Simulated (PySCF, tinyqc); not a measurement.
Worked calculation: MP2 on RHF in the sto-6g basis, frozen core, for Be, spin multiplicity 1. The lowest restricted solution is unstable here: a spin-polarised one lies 0.0017 hartree lower (PySCF). One step of it, computed by the program tinyqc.

Problem. Iteration 1: building the Fock matrix. J_ij = sum D_kl (ij|kl), K_ij = sum D_kl (ik|jl); F = H + J - 0.5 K; E = tr D H + tr D J / 2 - 0.25 tr D K + E_nn.

D at the start, order 1Be 1s, 1Be 2s, 1Be 2px, 1Be 2py, 1Be 2pz:
$$\begin{pmatrix}
2.138820 & -0.544895 & 0.000000 & 0.000000 & 0.000000 \\
-0.544895 & 2.138820 & 0.000000 & 0.000000 & 0.000000 \\
0.000000 & 0.000000 & 0.000000 & 0.000000 & 0.000000 \\
0.000000 & 0.000000 & 0.000000 & 0.000000 & 0.000000 \\
0.000000 & 0.000000 & 0.000000 & 0.000000 & 0.000000
\end{pmatrix}$$

core Hamiltonian H = T + V (hartree), order 1Be 1s, 1Be 2s, 1Be 2px, 1Be 2py, 1Be 2pz:
$$\begin{pmatrix}
-7.946038 & -1.858116 & 0.000000 & 0.000000 & 0.000000 \\
-1.858116 & -2.079966 & 0.000000 & 0.000000 & 0.000000 \\
0.000000 & 0.000000 & -1.638720 & 0.000000 & 0.000000 \\
0.000000 & 0.000000 & 0.000000 & -1.638720 & 0.000000 \\
0.000000 & 0.000000 & 0.000000 & 0.000000 & -1.638720
\end{pmatrix}$$

Two-electron integrals (ij|kl) in chemists' order, unique and non-zero (hartree):
```
(11|11) 2.299996   (21|11) 0.361879   (21|21) 0.071926   (22|11) 0.570332
(22|21) 0.139654   (22|22) 0.417773   (31|31) 0.015252   (32|31) 0.022555
(32|32) 0.092340   (33|11) 0.570332   (33|21) 0.139654   (33|22) 0.417773
(33|33) 0.450117   (41|41) 0.015252   (42|41) 0.022555   (42|42) 0.092340
(43|43) 0.024258   (44|11) 0.570332   (44|21) 0.139654   (44|22) 0.417773
(44|33) 0.401601   (44|44) 0.450117   (51|51) 0.015252   (52|51) 0.022555
(52|52) 0.092340   (53|53) 0.024258   (54|54) 0.024258   (55|11) 0.570332
(55|21) 0.139654   (55|22) 0.417773   (55|33) 0.401601   (55|44) 0.401601
(55|55) 0.450117
```

nuclear repulsion = 0 hartree

Give: Coulomb J; exchange K; Fock matrix F; total energy of this density.

Solution.

Coulomb J (hartree), order 1Be 1s, 1Be 2s, 1Be 2px, 1Be 2py, 1Be 2pz:
$$\begin{pmatrix}
5.7447 & 0.9943 & 0.0000 & 0.0000 & 0.0000 \\
0.9943 & 1.9612 & 0.0000 & 0.0000 & 0.0000 \\
0.0000 & 0.0000 & 1.9612 & 0.0000 & 0.0000 \\
0.0000 & 0.0000 & 0.0000 & 1.9612 & 0.0000 \\
0.0000 & 0.0000 & 0.0000 & 0.0000 & 1.9612
\end{pmatrix}$$

exchange K (hartree), order 1Be 1s, 1Be 2s, 1Be 2px, 1Be 2py, 1Be 2pz:
$$\begin{pmatrix}
4.6787 & 0.7227 & 0.0000 & 0.0000 & 0.0000 \\
0.7227 & 0.8952 & 0.0000 & 0.0000 & 0.0000 \\
0.0000 & 0.0000 & 0.2055 & 0.0000 & 0.0000 \\
0.0000 & 0.0000 & 0.0000 & 0.2055 & 0.0000 \\
0.0000 & 0.0000 & 0.0000 & 0.0000 & 0.2055
\end{pmatrix}$$

Fock matrix F (hartree), order 1Be 1s, 1Be 2s, 1Be 2px, 1Be 2py, 1Be 2pz:
$$\begin{pmatrix}
-4.5407 & -1.2252 & 0.0000 & 0.0000 & 0.0000 \\
-1.2252 & -0.5664 & 0.0000 & 0.0000 & 0.0000 \\
0.0000 & 0.0000 & 0.2197 & 0.0000 & 0.0000 \\
0.0000 & 0.0000 & 0.0000 & 0.2197 & 0.0000 \\
0.0000 & 0.0000 & 0.0000 & 0.0000 & 0.2197
\end{pmatrix}$$

total energy of this density = -14.503361 hartree
